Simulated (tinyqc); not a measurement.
Resistance of a tapered via with liner, size effect and interface: one step of the calculation.

A round via whose diameter grows from db at the bottom as D(z) = db + 2 z/tan(ang). The fill, of diameter D - 2 tl, starts above the bottom liner (thickness fb tl) and has rho = rho0 (1 + ks lam/(D - 2 tl)); the sidewall liner conducts in parallel with it. The bottom liner and the interface are crossed over the full area pi db^2/4. Spreading in the lines above and below is left out.

Problem. Slices of the via. Slices between z0 = fb tl and hv, evaluated at their midpoints: conductance per length pi/4 [(D - 2 tl)^2/rho + (D^2 - (D - 2 tl)^2)/rl], slice resistance = slice height over that. 10 slices.

Inputs (values chosen for the exercise); fill metal close to cobalt: diameter at the bottom db = 43 nm; height hv = 80 nm; sidewall angle ang = 85 degrees; bulk resistivity of the fill rho0 = 6.18 uohm cm; mean free path of the fill lam = 11.7 nm; size-effect factor ks = 1.1; liner on the sidewall tl = 1.9 nm; liner at the bottom over that on the sidewall fb = 1; resistivity of the liner rl = 440 uohm cm.

Give: z; D; rho; slice resistance.

Solution.

```
slice  z (nm)  D (nm)  rho (uohm cm)  slice resistance (ohm)
0      5.8050  44.016         8.1577                 0.49975
1      13.615  45.382         8.0928                 0.46378
2      21.425  46.749         8.0319                 0.43153
3      29.235  48.115         7.9748                 0.40250
4      37.045  49.482         7.9211                 0.37627
5      44.855  50.849         7.8705                 0.35251
6      52.665  52.215         7.8228                 0.33090
7      60.475  53.582         7.7777                 0.31121
8      68.285  54.948         7.7350                 0.29321
9      76.095  56.315         7.6946                 0.27672
```

Computed by the program tinyqc: `OMP_NUM_THREADS=1 python tinyqc.py 2750144 2750145 out.jsonl`, one thread of a shared Intel Xeon 2.30GHz, about 0.01 s for the whole run.
